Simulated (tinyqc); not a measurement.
Propagation of a band-gap error through k.p and effective-mass formulas: one step. Binding energies and densities for both gaps. Four cases, with inputs chosen for the exercise.

Question. Use the values of the table.

Donor: R = Ry me/e0^2, a_B = a0 e0/me, Mott density (0.26/a_B)^3. Nc, Nv = 2 (m kT/(4 pi c))^(3/2), c = hbar^2/2m0, ni = sqrt(Nc Nv) exp(-E/2kT). Exciton: Ry mu/e0^2 with 1/mu = 1/me + g1(E). 1 angstrom^-3 = 1e24 cm^-3.

Constants: Ry = 13.60569312 eV; a0 (Bohr radius) = 0.5291772105 angstrom; kB = 8.617333262e-05 eV/K; hbar^2/2m0 = 3.80998211 eV angstrom^2.

Case 1.

Values chosen (reference values near those of InP, gap at low temperature; the results hold for these values, not for the real material): mh = 0.38 m0 (density-of-states mass of the holes); T = 77 K (temperature); Eg = 1.452 eV (gap at Gamma to the s-like level); Eg2 = 3.688 eV (a wrong gap, of the size a hybrid with far too much exact exchange can give).

Band values at the two gaps:

| quantity | at Eg | at Eg2 | ratio |
|---|---|---|---|
| me | 0.0658179 | 0.150003 | 2.27907 |
| g* | 1.32353 | 1.89051 | - |
| g1 | 5.07000 | 2.13319 | 0.42075 |
| g2 | 1.59000 | 0.121596 | 0.07648 |
| light hole | 0.121212 | 0.420807 | 3.47166 |
| heavy hole | 0.529101 | 0.529101 | 1.00000 |
| ei | 9.56000 | 5.13709 | 0.53735 |
| e0 | 12.3200 | 7.89709 | 0.64100 |

Case 2.

Values chosen (reference values near those of InAs, gap at low temperature; the results hold for these values, not for the real material): mh = 0.61 m0 (density-of-states mass of the holes); T = 400 K (temperature); Eg = 0.425 eV (gap at Gamma to the s-like level); Eg2 = 0.387 eV (a wrong gap, of the size a hybrid functional can give).

Band values at the two gaps:

| quantity | at Eg | at Eg2 | ratio |
|---|---|---|---|
| me | 0.0229196 | 0.0211054 | 0.92085 |
| g* | -14.3854 | -16.8654 | - |
| g1 | 19.9300 | 21.5935 | 1.08347 |
| g2 | 8.51000 | 9.34174 | 1.09774 |
| light hole | 0.0270636 | 0.0248281 | 0.91740 |
| heavy hole | 0.343643 | 0.343643 | 1.00000 |
| ei | 12.1100 | 12.2892 | 1.01479 |
| e0 | 14.9300 | 15.1092 | 1.01200 |

Case 3.

Values chosen (reference values near those of InSb, gap at low temperature; the results hold for these values, not for the real material): mh = 0.6 m0 (density-of-states mass of the holes); T = 77 K (temperature); Eg = 0.236 eV (gap at Gamma to the s-like level); Eg2 = 0.271 eV (a wrong gap, of the size a hybrid functional can give).

Band values at the two gaps:

| quantity | at Eg | at Eg2 | ratio |
|---|---|---|---|
| me | 0.0136436 | 0.0154640 | 1.13342 |
| g* | -48.3267 | -40.4093 | - |
| g1 | 34.9400 | 30.7444 | 0.87992 |
| g2 | 15.4300 | 13.3322 | 0.86404 |
| light hole | 0.0151976 | 0.0174189 | 1.14617 |
| heavy hole | 0.245098 | 0.245098 | 1.00000 |
| ei | 15.9100 | 15.6333 | 0.98261 |
| e0 | 17.0200 | 16.7433 | 0.98375 |

Case 4.

Values chosen (reference values near those of InP, gap at low temperature; the results hold for these values, not for the real material): mh = 0.49 m0 (density-of-states mass of the holes); T = 300 K (temperature); Eg = 1.438 eV (gap at Gamma to the s-like level); Eg2 = 1.625 eV (a wrong gap, of the size a hybrid functional can give).

Band values at the two gaps:

| quantity | at Eg | at Eg2 | ratio |
|---|---|---|---|
| me | 0.0652002 | 0.0728886 | 1.11792 |
| g* | 1.32843 | 1.46991 | - |
| g1 | 5.09000 | 4.52715 | 0.88942 |
| g2 | 1.61000 | 1.32858 | 0.82520 |
| light hole | 0.120337 | 0.139192 | 1.15669 |
| heavy hole | 0.534759 | 0.534759 | 1.00000 |
| ei | 9.72000 | 9.13992 | 0.94032 |
| e0 | 12.3400 | 11.7599 | 0.95299 |

Give: a table of quantity, at Eg, at Eg2, ratio.

Answer.

Case 1.

Results:

| quantity | at Eg | at Eg2 | ratio |
|---|---|---|---|
| R (meV) | 5.900 | 32.73 | 5.55 |
| a_B (angstrom) | 99.05 | 27.86 | 0.281 |
| Mott density (cm^-3) | 1.808e+16 | 8.129e+17 | 44.9 |
| Nc (cm^-3) | 5.510e+16 | 1.896e+17 | 3.44 |
| ni (cm^-3) | 6.227e-31 | 7.721e-104 | 1.24e-73 |
| exciton (meV) | 4.424 | 24.79 | 5.60 |

Power laws carry the error on: the donor energy (me/e0^2) by a factor of 5.55, the Mott density (cube of me/e0) by 44.9. ni, with its exponential, changes by a factor of 1.24e-73, that is 72.9 decades.

Case 2.

Results:

| quantity | at Eg | at Eg2 | ratio |
|---|---|---|---|
| R (meV) | 1.399 | 1.258 | 0.899 |
| a_B (angstrom) | 344.7 | 378.8 | 1.10 |
| Mott density (cm^-3) | 4.291e+14 | 3.233e+14 | 0.753 |
| Nc (cm^-3) | 1.341e+17 | 1.185e+17 | 0.884 |
| ni (cm^-3) | 3.302e+15 | 5.386e+15 | 1.63 |
| exciton (meV) | 0.9603 | 0.8641 | 0.900 |

Power laws carry the error on: the donor energy (me/e0^2) by a factor of 0.899, the Mott density (cube of me/e0) by 0.753. ni, with its exponential, changes by a factor of 1.63, that is 0.2 decades.

Case 3.

Results:

| quantity | at Eg | at Eg2 | ratio |
|---|---|---|---|
| R (meV) | 0.6408 | 0.7505 | 1.17 |
| a_B (angstrom) | 660.1 | 573.0 | 0.868 |
| Mott density (cm^-3) | 6.110e+13 | 9.345e+13 | 1.53 |
| Nc (cm^-3) | 5.200e+15 | 6.275e+15 | 1.21 |
| ni (cm^-3) | 1.679e+09 | 1.320e+08 | 0.0786 |
| exciton (meV) | 0.4339 | 0.5087 | 1.17 |

Power laws carry the error on: the donor energy (me/e0^2) by a factor of 1.17, the Mott density (cube of me/e0) by 1.53. ni, with its exponential, changes by a factor of 0.0786, that is 1.1 decades.

Case 4.

Results:

| quantity | at Eg | at Eg2 | ratio |
|---|---|---|---|
| R (meV) | 5.826 | 7.171 | 1.23 |
| a_B (angstrom) | 100.2 | 85.38 | 0.852 |
| Mott density (cm^-3) | 1.750e+16 | 2.824e+16 | 1.61 |
| Nc (cm^-3) | 4.178e+17 | 4.938e+17 | 1.18 |
| ni (cm^-3) | 1.582e+06 | 4.622e+04 | 0.0292 |
| exciton (meV) | 4.374 | 5.392 | 1.23 |

Power laws carry the error on: the donor energy (me/e0^2) by a factor of 1.23, the Mott density (cube of me/e0) by 1.61. ni, with its exponential, changes by a factor of 0.0292, that is 1.5 decades.

Computed by tinyqc, one run a case: `OMP_NUM_THREADS=1 python tinyqc.py N N+1 out.jsonl` with N = 1880416, 1880417, 1880484, 1880747; one thread of a shared Intel(R) Xeon(R) Processor @ 2.30GHz, about 0.01 s a run at most.
